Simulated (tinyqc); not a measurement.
Straight dislocations in isotropic elasticity: fields, energies, partials, Peierls stress and walls: one step, computed by the program tinyqc. Command: `OMP_NUM_THREADS=1 python tinyqc.py 3002040 3002041 out.jsonl disloc walk`. One thread of a shared host (Intel(R) Xeon(R) Processor @ 2.30GHz), about 0.01 s of CPU time with the checks.

The line runs along z, the glide plane is y = 0, and beta is the angle between b and the line (0 screw, 90 degrees edge): b_e = b sin(beta) along +x with the extra half plane at y > 0, b_s = b cos(beta). Stress is positive in tension.

Question. Splitting into partials. Shockley partials have b_p = b/sqrt(3) at the angles beta -/+ 30 degrees; their repulsion balances the fault at d = G b_p^2/(8 pi gamma) (2 - nu)/(1 - nu) [1 - 2 nu cos(2 beta)/(2 - nu)].

Inputs (values chosen for the exercise, modelled on copper):
```
quantity                     value      unit
shear modulus G               47.9       GPa
Poisson ratio nu             0.335         -
Burgers vector b             2.556  angstrom
stacking-fault energy gamma   50.1    mJ/m^2
```

Character: 60-degree.

Give: partial Burgers vector b_p; splitting width d; d/b.

Answer.

partial Burgers vector b_p = 1.476 angstrom

splitting width d = 2.492 nm

d/b = 9.748

Widely split: cross-slip and climb need a constriction first.
